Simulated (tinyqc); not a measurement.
Chemical vapour deposition: Grove model, boundary layer, depletion and step coverage: one step, computed by the program tinyqc. Command: `OMP_NUM_THREADS=1 python tinyqc.py 3009086 3009087 out.jsonl cvd walk`. One thread of a shared host (Intel(R) Xeon(R) Processor @ 2.30GHz), about 0.03 s of CPU time with the checks.

A precursor diffuses to the surface and reacts there at first order; each molecule that reacts adds one formula unit of film.

Problem. Step coverage in a trench. In a long trench of width w and depth l = aspect ratio x w: Knudsen diffusivity D_K = (2w) c/3 (hydraulic diameter 2w), combined as 1/D_e = 1/D_K + 1/D; D_e d2C/dz2 = 2 k_s C/w with D_e dC/dz = -k_s C at the floor. With m = sqrt(2 k_s/(w D_e)): C(floor)/C(top) = 1/[cosh(m l) + (k_s/(D_e m)) sinh(m l)].

Inputs (values chosen for the exercise, close to those used for silicon dioxide from an alkoxysilane): temperature T = 700 C; trench width w = 0.062 um; aspect ratio of the trench = 22.

Reactor: wafer stack, low pressure.

mean speed c = 31473.52 cm/s

gas diffusivity D = 4191.904 cm^2/s

surface rate constant k_s = 1.064770 cm/s

Give: Knudsen diffusivity D_K; effective diffusivity D_e; modulus m l; step coverage.

Solution.

Knudsen diffusivity D_K = 0.1301 cm^2/s

effective diffusivity D_e = 0.1301 cm^2/s

modulus m l = 0.2216

step coverage = 0.9749

Caution: the hydraulic-diameter form of D_K is rough for a slit.
